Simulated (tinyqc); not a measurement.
Gated two-dimensional channel with two bands, quantum capacitance: two steps of the calculation.

phi is the Fermi level above the lowest band edge, in volts; Vg is counted from the gate voltage at which an empty channel would have phi = 0. The channel has no thickness; trap charge is -q Dit phi.

Parameters, values chosen for the exercise; lowest band close to that of monolayer WSe2:

| symbol | value | unit | meaning |
|---|---|---|---|
| T | 300 | K | temperature |
| md | 0.352 | m0 | in-plane mass |
| gv | 2 |  | valley degeneracy |
| m2 | 0.55 | m0 | in-plane mass of a second band, chosen freely |
| g2 | 2 |  | valley degeneracy of that band, chosen freely |
| E2 | 0.17 | eV | second band edge above the first |
| Dit | 0 | cm^-2 eV^-1 | density of traps |
| Vg | 0.1 | V | gate voltage |

Constants: q = 1.602176634e-19 C, kB = 1.380649e-23 J/K, hbar = 1.054571817e-34 J s, m0 = 9.1093837015e-31 kg, Vt = kB T/q. Results are converted to the units shown.

Task 1. New phi. D1 = gv md m0 q/(pi hbar^2), D2 = g2 m2 m0 q/(pi hbar^2) per eV; n1 = D1 Vt ln(1 + exp(phi/Vt)), n2 = D2 Vt ln(1 + exp((phi - E2)/Vt)), n = n1 + n2; Cq = q dn/dphi = q [D1/(1 + exp(-phi/Vt)) + D2/(1 + exp((E2 - phi)/Vt))]. Newton: f = phi + q (n + Dit phi)/Cox - Vg, phi(new) = phi - f/(1 + (Cq + q Dit)/Cox).

phi at the start = 0.01 V
Cox = 0.20312549 uF/cm^2

Find: n1; n2; Cq; f; phi after iteration 1.

Result 1.

n1 = 6.881e12 cm^-2
n2 = 2.435e10 cm^-2
Cq = 28.21 uF/cm^2
f = 5.357 V
phi after iteration 1 = -0.02830 V

Task 2. Charge and capacitances at the solution. 1/C_G = 1/Cox + 1/(Cq + q Dit); dphi/dVg = Cox/(Cox + Cq + q Dit).

converged phi = -0.089022309 V
Cox = 0.20312549 uF/cm^2

Find: n; Cq; C_G; dphi/dVg.

Result 2.

n = 2.3964e11 cm^-2
Cq = 1.4621 uF/cm^2
C_G = 0.17835 uF/cm^2
dphi/dVg = 0.12198

Cq is 7.20 times Cox, so C_G is 87.8 % of Cox.

Numbers from tinyqc (`OMP_NUM_THREADS=1 python tinyqc.py 2200036 2200037 out.jsonl`; about 0.01 s on one thread of a shared Intel Xeon 2.30GHz).
